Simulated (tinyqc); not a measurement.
Inputs raised by 5 %, one at a time: BCS gap equation with a constant attraction inside the Debye window. Computed by tinyqc, a small Python program. Command: `OMP_NUM_THREADS=1 python tinyqc.py 3023788 3023789 out.jsonl bcs sens`. One thread of a shared host (Intel(R) Xeon(R) Processor @ 2.30GHz), about 0.02 s of CPU time with the checks.

Pairs attract with strength V for |xi| < k_B Theta; N(0) is the density of states for one spin. Energies are given as temperatures (E/k_B, in K) unless marked.

Inputs (values chosen for the exercise, modelled on indium): coupling N(0)V = 0.277; Debye temperature Theta = 110 K; temperature T = 0.603 K; Fermi velocity v_F = 1.9e+06 m/s; electron density n = 11.1 1e28/m^3; mean free path l = 73 nm; junction resistance R_n = 1.5 kilo-ohm.

Solver: bisection.

Constants: k_B = 8.617333262e-05 eV/K; hbar = 1.054571817e-34 J s; k_B = 1.380649e-23 J/K; m_0 = 9.1093837015e-31 kg; eps_0 = 8.8541878128e-12 F/m; c = 299792458 m/s; e = 1.602176634e-19 C; h = 6.62607015e-34 J s.

Method:
- At T = 0 the gap equation 1/(N(0)V) = int_0^Theta d xi/sqrt(xi^2 + Delta^2) has the integral arcsinh(Theta/Delta), so Delta_0 = Theta/sinh(1/(N(0)V)); weak coupling gives 2 Theta exp(-1/(N(0)V)).
- Gap equation: 1/(N(0)V) = I(Delta, T) = int_0^Theta tanh(E/2T)/E d xi, E = sqrt(xi^2 + Delta^2); 64 Gauss-Legendre points in y with xi = max(Delta, T) sinh(y).
- Residual r = N(0)V I - 1, with Delta_0 = Theta/sinh(1/(N(0)V)). Bisection between 0 and Delta_0. Stop when |r| < 1e-9 or after 40 steps.
- xi_0 = hbar v_F/(pi Delta_0); lambda_L = sqrt(m_0 eps_0 c^2/(n e^2)); N(0) = 3 n/(2 m_0 v_F^2) for one spin; condensation energy N(0) Delta_0^2/2 = B_c^2/(2 mu_0), mu_0 = 1/(eps_0 c^2); with scattering lambda = lambda_L sqrt(1 + xi_0/l) in the local limit (where xi_0 and l both exceed lambda, nonlocal response makes the true depth larger); Ginzburg-Landau kappa = 0.96 lambda_L/xi_0 + 0.72 lambda_L/l. Free-electron mass throughout; heavier carriers, as in niobium or vanadium, give a larger lambda_L and kappa and can make the metal type II.
- Ambegaokar-Baratoff: I_c R_n = (pi Delta/(2e)) tanh(Delta/2T); Josephson energy E_J = hbar I_c/(2e), given as E_J/h; inductance hbar/(2 e I_c); thermal quasiparticle fraction x = n_qp/(2 N(0) Delta) = sqrt(2 pi T/Delta) exp(-Delta/T), valid for T well below Delta.

Runs:
```
input moved                            from       to  Delta(T) (K)  coherence length xi_0 (nm)  Ginzburg-Landau kappa  critical current I_c (nA)
base run                                  -        -        5.9549                      775.72                0.17706                     537.32
coupling N(0)V                        0.277  0.29085        7.0742                      653.00                0.18077                     638.37
Debye temperature Theta (K)             110    115.5        6.2527                      738.78                0.17804                     564.21
temperature T (K)                     0.603  0.63315        5.9547                      775.72                0.17706                     537.27
Fermi velocity v_F (m/s)            1900000  1995000        5.9549                      814.51                0.17612                     537.32
electron density n (1e28/m^3)          11.1   11.655        5.9549                      775.72                0.17279                     537.32
mean free path l (nm)                    73    76.65        5.9549                      775.72                0.16957                     537.32
junction resistance R_n (kilo-ohm)      1.5    1.575        5.9549                      775.72                0.17706                     511.73
```

Exponents ln(y'/y) / ln(x'/x):
```
input                    Delta(T)  coherence length xi_0  Ginzburg-Landau kappa  critical current I_c
coupling N(0)V              3.530                  -3.53                  0.425                 3.532
Debye temperature Theta     1.000                  -1.00                  0.114                 1.001
temperature T              -0.001                   0.00                  0.000                -0.002
Fermi velocity v_F          0.000                   1.00                 -0.109                 0.000
electron density n          0.000                   0.00                 -0.500                 0.000
mean free path l            0.000                   0.00                 -0.886                 0.000
junction resistance R_n     0.000                   0.00                  0.000                -1.000
```

Among the inputs moved here: Delta(T) answers most in size to coupling N(0)V (exponent +3.530), next to Debye temperature Theta (+1.000); its exponent is below 0.0005 for Fermi velocity v_F, electron density n, mean free path l, junction resistance R_n. Its exponent -0.001 in temperature T: the gap is flat at low T. coherence length xi_0 answers most in size to coupling N(0)V (exponent -3.530), next to Debye temperature Theta (-1.000); its exponent is below 0.0005 for temperature T, electron density n, mean free path l, junction resistance R_n. Its exponent +1.000 in Fermi velocity v_F: xi_0 = hbar v_F/(pi Delta_0). Ginzburg-Landau kappa answers most in size to mean free path l (exponent -0.886), next to electron density n (-0.500); its exponent is below 0.0005 for temperature T, junction resistance R_n. Critical current I_c answers most in size to coupling N(0)V (exponent +3.532), next to Debye temperature Theta (+1.001); its exponent is below 0.0005 for Fermi velocity v_F, electron density n, mean free path l. Its exponent -1.000 in junction resistance R_n: I_c R_n is fixed by the gap.
